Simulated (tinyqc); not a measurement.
Non-linearity against on/off ratio.

Worst-case read of an N x N array without selectors, ideal wires, unselected lines floating and all unselected cells in the low state with resistance K Ron: the sneak path is Rsn = K Ron [2/(N - 1) + 1/(N - 1)^2], in parallel with the selected cell Rc. A sense resistor Ron to ground gives Vout = Vr Ron/(Ron + Rc Rsn/(Rc + Rsn)); margin = [Vout(Rc = Ron) - Vout(Rc = ra Ron)]/Vr. Here N = 256; the columns give the margin for ra = 5, 100 and 500.

Results:
```
K       Rsn/Ron  margin, ra = 5 (%)  margin, ra = 100 (%)  margin, ra = 500 (%)
1     0.0078585           0.0048186             0.0059719             0.0060205
3      0.023576            0.041294              0.051325              0.051749
10     0.078585             0.39015               0.48949               0.49374
100     0.78585              9.8872                13.254                13.408
300      2.3576              20.319                28.476                28.867
1000     7.8585              28.335                40.922                41.545
3000     23.576              31.527                46.058                46.786
```

Estimate the missing row, K = 30.

Computed row:
```
K   Rsn/Ron  margin, ra = 5 (%)  margin, ra = 100 (%)  margin, ra = 500 (%)
30  0.23576              2.3553                3.0202                3.0492
```

With this row back in the table: At K = 1 the margin is 0.00482 % for ra = 5 and 0.00602 % for ra = 500: an on/off ratio 100 times larger gains a factor of only 1.25, because the sneak path (0.0079 Ron) shunts the cell. Raising K to 3000 lifts the margin at ra = 100 from 0.00597 to 46.1 %.

Program tinyqc, `OMP_NUM_THREADS=1 python tinyqc.py 2880109 2880110 out.jsonl`; Intel Xeon 2.30GHz, shared host, one thread, about 0.01 s.
